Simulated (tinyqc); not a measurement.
Floating body of a partially depleted SOI transistor: body voltage and kink: one step of the calculation.

Source at 0 V. Channel current Ic = 2 nf K Vt^2 [F(0) - F(Vd)](1 + la Vd), F(V) = ln^2(1 + exp((Vg - VT - nf V)/(2 nf Vt))), VT = VT0 - gb Vb. Saturation voltage Vs = 2 Vt sqrt(F(0)) + 3 Vt, excess Ve = (Vd - Vs + sqrt((Vd - Vs)^2 + 0.0004 V^2))/2, multiplication M1 = Ai Ve exp(-Bl/Ve). Each junction passes D(v) = J1 (exp(v/Vt) - 1) + J2 (exp(v/(2 Vt)) - 1). Bipolar current Ib = bb J1 (exp(Vb/Vt) - 1). The body settles where M1 (Ic + Ib) = D(Vb) + D(Vb - Vd) + Vb/Rb; drain current Id = (1 + M1)(Ic + Ib) - D(Vb - Vd).

Problem. Drain current with floating and with grounded body. Id and VT at the converged Vb, Id at Vb = 0, their ratio, and the bipolar share Ib/(Ic + Ib).

Parameters, values chosen for the exercise; values of the order met in partially depleted silicon-on-insulator transistors: temperature T = 398 K; threshold at zero body voltage VT0 = 0.33 V; fall of the threshold per volt of body voltage gb = 0.28; slope factor nf = 1.43; gain factor per width K = 160 uA/(V^2 um); channel-length modulation factor la = 0.06 1/V; impact-ionisation prefactor Ai = 3.06 1/V; impact-ionisation voltage Bl = 7.9 V; diffusion saturation current of each junction J1 = 5.3e-9 uA/um; recombination saturation current of each junction J2 = 8.2e-8 uA/um; gain of the lateral bipolar transistor on the diffusion current bb = 1; resistance of a weak body tie to the source (1e9 stands for no tie, and the term is then dropped) Rb = 20000 kohm um; gate voltage Vg = 0.31 V; drain voltage Vd = 2.3 V.

Constants: q = 1.602176634e-19 C, kB = 1.380649e-23 J/K, Vt = kB T/q. Results are converted to the units shown.

converged Vb = 0.60827147 V

Wanted: VT; Id, floating; Id, grounded; ratio; bipolar share.

Solution.

VT = 0.1597 V
Id, floating = 2.394 uA/um
Id, grounded = 0.2547 uA/um
ratio = 9.400
bipolar share = 12.74 %

The body rises to 0.608 V and lowers the threshold by 170 mV.

Range of the model: The multiplication law is an empirical form chosen for the exercise; self-heating and capacitive coupling to the body are left out, and the linear laws are rough once Vb passes about 0.7 V or M1 about 0.1.

tinyqc, about 0.3 s, one thread, Intel Xeon 2.30GHz (shared host): `OMP_NUM_THREADS=1 python tinyqc.py 2182004 2182005 out.jsonl`
